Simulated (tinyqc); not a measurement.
Pinning of the barrier by interface states.

Cowley-Sze model with the space charge neglected: phiB = S (phiM - chi) + (1 - S)(Eg - phi0), S = 1/(1 + q Dit dl/(eps0 ei)), dl in cm.

Parameters, values chosen for the exercise; band and dielectric values close to those of silicon: band gap Eg = 1.11 eV; electron affinity chi = 4.04 eV; thickness of the interfacial layer dl = 0.5 nm; relative permittivity of the interfacial layer ei = 2; neutral level above the valence band phi0 = 0.53 eV; metal work function phiM = 5.22 eV.

Constants: q = 1.602176634e-19 C, eps0 = 8.8541878128e-14 F/cm where lengths are in cm. Results are converted to the units shown.

Results:
```
Dit (cm^-2 eV^-1)         S  phiB (eV)  change of phiB for 0.5 eV more work function (eV)
1e11                0.99550     1.1773                                            0.49775
3e11                0.98661     1.1720                                            0.49331
1e12                0.95672     1.1540                                            0.47836
3e12                0.88050     1.1083                                            0.44025
3e13                0.42424    0.83455                                            0.21212
1e14                0.18104    0.68862                                           0.090518
3e14               0.068628    0.62118                                           0.034314
1e15               0.021627    0.59298                                           0.010814
```

Estimate the missing row, Dit = 1e13 cm^-2 eV^-1.

Computed row:
```
Dit (cm^-2 eV^-1)        S  phiB (eV)  change of phiB for 0.5 eV more work function (eV)
1e13               0.68853    0.99312                                            0.34426
```

With this row back in the table: S falls from 0.995 to 0.0216, passing 1/2 at Dit = eps0 ei/(q dl) = 2.21e13 cm^-2 eV^-1. The barrier falls from 1.18 to 0.593 eV, from near the Schottky-Mott value phiM - chi = 1.18 eV towards the pinned value Eg - phi0 = 0.580 eV.

Numbers from tinyqc (`OMP_NUM_THREADS=1 python tinyqc.py 2020082 2020083 out.jsonl`; about 0.06 s on one thread of a shared Intel Xeon 2.30GHz).
